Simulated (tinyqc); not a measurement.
Changing the Ge fraction x: composition and strain of an epitaxial Si(1-x)Ge(x) layer from Raman and X-ray peaks. Computed by tinyqc, a small Python program. Command: `OMP_NUM_THREADS=1 python tinyqc.py 3025267 3025268 out.jsonl epiraman sweep`. One thread of a shared host (Intel(R) Xeon(R) Processor @ 2.30GHz), about 0.01 s of CPU time with the checks.

A (001) layer, biaxially strained in the plane. The Raman peaks follow empirical lines omega = w0 + c1 x + c3 x^3 + b eps (c3 for Si-Ge alone), with eps the in-plane strain.

Inputs (values chosen for the exercise, modelled on silicon-germanium):
```
quantity                        value      unit
degree of relaxation R              0         -
Ge fraction y of the buffer      0.52         -
lattice constant of Si          5.431  angstrom
lattice constant of Ge          5.658  angstrom
bowing B                        0.025  angstrom
2 C12/C11 of Si                 0.774         -
2 C12/C11 of Ge                  0.75         -
Si-Si: w0                       520.2      1/cm
Si-Si: c1                       -65.8      1/cm
Si-Si: strain coefficient b      -711      1/cm
Si-Ge: w0                       399.8      1/cm
Si-Ge: c1                          24      1/cm
Si-Ge: c3                       -34.2      1/cm
Si-Ge: strain coefficient b      -599      1/cm
Ge-Ge: w0                       280.6      1/cm
Ge-Ge: c1                        18.8      1/cm
Ge-Ge: strain coefficient b      -435      1/cm
X-ray wavelength             1.540598  angstrom
```

Substrate: relaxed alloy buffer.

Method:
- Relaxed lattice constant a(x) = a_Si + (a_Ge - a_Si) x - B x (1 - x).
- In-plane constant a_par = a_sub + R (a(x) - a_sub); eps = a_par/a(x) - 1; eps_perp = -(2 C12/C11) eps with 2 C12/C11 linear in x; a_perp = a(x) (1 + eps_perp). The buffer has a_sub = a(y).
- Insert x and eps in the three lines; the strain part is b eps.
- Bragg angle theta = arcsin(2 lambda/a) for (004), for the substrate with a_sub and the layer with a_perp; separation in arc seconds.

One run for each value; columns: (1) Ge fraction x; (2) Si-Si peak (1/cm); (3) Si-Ge peak (1/cm); (4) Ge-Ge peak (1/cm); (5) in-plane strain eps (per mille); (6) separation, layer less substrate (arcsec):
```
(1)      (2)     (3)     (4)      (5)      (6)
0.08  502.47  391.20  274.48   17.528   4374.6
0.18  498.65  395.75  278.05   13.648   3385.7
0.29  494.50  400.35  282.00    9.308   2293.7
0.40  490.40  404.28  285.99    4.895   1198.1
0.50  486.72  407.03  289.64    0.822    199.9
0.60  483.07  408.79  293.32   -3.309   -800.0
0.71  479.11  409.34  297.39   -7.915  -1901.0
0.82  475.19  408.16  301.49  -12.586  -3002.4
0.92  471.67  405.36  305.24  -16.885  -4003.6
```

What does the table show, and why?

Over the rows, Si-Si peak (1/cm) falls from 502 to 472 (exponent d ln y / d ln x -0.0094 between the first rows and -0.065 between the last); Si-Ge peak (1/cm) goes from 391 through a maximum among these rows, 409 at 0.710, to 405; Ge-Ge peak (1/cm) rises from 274 to 305 (exponent d ln y / d ln x 0.016 between the first rows and 0.11 between the last). Composition and strain both change with x. The Si-Si peak moves by -36.7 per cm per unit x on average, against c1 = -65.8 without strain: eps moves towards compression as x grows, which offsets part of the fall, in proportion to 1 - R.

Caution (rows 0.0800, 0.180, 0.820, 0.920): near either end one of the like-atom peaks is weak, since its intensity follows the number of such bonds.

Extremes, crossings and ranges named in words are read from the listed rows.
